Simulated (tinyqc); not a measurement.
Comparisons within one model: Kronig-Penney superlattice by transfer matrices. A value that a table varies takes the place of the one given here.

Wells (width a, potential 0, mass mw) alternate with barriers (width b, height V0, mass mb); period d = a + b; c = hbar^2/2m0. The vector (psi, psi'/m) is continuous, and a layer of thickness t carries it by M = [[cos kt, (m/k) sin kt], [-(k/m) sin kt, cos kt]] with k = sqrt(m (E - V)/c); for E < V, k = i kappa gives [[cosh, (m/kappa) sinh], [(kappa/m) sinh, cosh]] of kappa t. A Bloch state obeys cos(q d) = tr(Mb Mw)/2.

Constants: hbar^2/2m0 = 3.80998211 eV angstrom^2.

Values chosen for the exercise (near those of a GaAs superlattice with barriers of AlGaAs; shifted at random, so the results belong to these values and not to a real crystal): a = 58 angstrom (well width); V0 = 0.146 eV (barrier height); mw = 0.0678 m0 (mass in the wells); mb = 0.0819 m0 (mass in the barriers); bs = (21, 31.5, 42, 54.6, 67.2, 84, 105) angstrom (barrier widths); b = 42 angstrom (barrier width).

## Barrier width

First miniband against b. m_z = -2 c f'/d^2 with f = tr M/2 at the bottom of the band. E1 is the level of the single well, kappa1 its decay constant in the barrier.

First miniband:
```
b (angstrom)  bottom (eV)  top (eV)  W (meV)   ln W  m_z (m0)
21.0               0.0318    0.0853    53.54  3.981    0.0785
31.5               0.0391    0.0711    31.96  3.464    0.0895
42.0               0.0438    0.0632    19.43  2.967     0.106
54.6               0.0473    0.0581    10.86  2.385     0.136
67.2               0.0493    0.0555    6.120  1.812     0.182
84.0               0.0508    0.0537    2.867  1.053     0.284
105.0              0.0517    0.0528    1.115  0.109     0.533
```

E1 = 0.0522 eV
kappa1 = 0.0449 1/angstrom

W falls from 53.5 to 1.11 meV, and both edges close in on E1. The slope of ln W is -0.0492 per angstrom over the first two rows and -0.0450 over the last two, against -kappa1 = -0.0449: the width follows one power of the tunnelling amplitude once the wells couple weakly. m_z grows by a factor 6.8.

## From one barrier to a miniband

Transmission through N barriers separated by wells, between leads of the well material: T = 4/[(M11 + M22)^2 + (u M12 - M21/u)^2] with u = k/mw and M the product over all layers; twelve evenly spaced energies around the first miniband.

Transmission:
```
E (eV)    tr M/2 of a period   N = 1    N = 2     N = 4     N = 8
0.035043               2.383  0.0518  0.00240  5.61e-06  3.07e-11
0.038576               1.783  0.0582  0.00484  4.24e-05  3.34e-09
0.042110               1.239  0.0648   0.0111  0.000657  2.86e-06
0.045643               0.749  0.0716   0.0332     0.362     0.131
0.049176               0.310  0.0786    0.182    0.0784     0.186
0.052710              -0.082  0.0859    0.776     0.471     0.199
0.056243              -0.431  0.0935    0.122    0.0807     0.336
0.059777              -0.738   0.101   0.0492     0.625     0.300
0.063310              -1.006   0.109   0.0294   0.00716   0.00148
0.066844              -1.239   0.118   0.0212   0.00126  5.51e-06
0.070377              -1.439   0.126   0.0171  0.000442  3.16e-07
0.073911              -1.607   0.135   0.0149  0.000217  4.77e-08
```

5 of the energies lie in the miniband (|tr M/2| <= 1); there T for N = 8 runs between 0.131 and 0.336. In the gaps it falls with N: at E = 0.0739 eV from 0.000217 (N = 4) to 4.77e-08 (N = 8), a slope of ln T of -2.11 a period, against -2 arccosh|tr M/2| = -2.11.

## What each parameter does

Bottom and width of the first miniband, the gap above it, and m_z = -2 c f'/d^2 with f = tr M/2. Each row changes one parameter from the base and keeps the others.

Results:
```
case             bottom (eV)  width (meV)  gap (meV)  m_z (m0)
base                  0.0438         19.4       90.3    0.1059
a = 52 angstrom       0.0486         23.6       94.9    0.1015
b = 48 angstrom       0.0457         14.7       92.5    0.1184
V0 = 0.168 eV         0.0480         17.0      101.7    0.1158
mw = 0.061 m0         0.0446         20.7       95.2    0.0996
mb = 0.0942 m0        0.0429         16.2       94.4    0.1223
```

The largest shifts from the base row, up to three for each result and ties (the steps differ in size, so this ranks the rows, not the parameters). bottom (eV): a +0.0048, V0 +0.0042, b +0.0019. width (meV): b -4.7, a +4.1, mb -3.2. gap (meV): V0 +11.4, mw +4.9, a +4.6. m_z (m0): mb +0.0164, b +0.0126, V0 +0.0099.

Computed by tinyqc, a small Python program: `OMP_NUM_THREADS=1 python tinyqc.py 1250254 1250255 out.jsonl` (the numbers bound the seed that draws the inputs); one thread of a shared host (Intel(R) Xeon(R) Processor @ 2.30GHz), about 0.06 s for the whole set of steps.
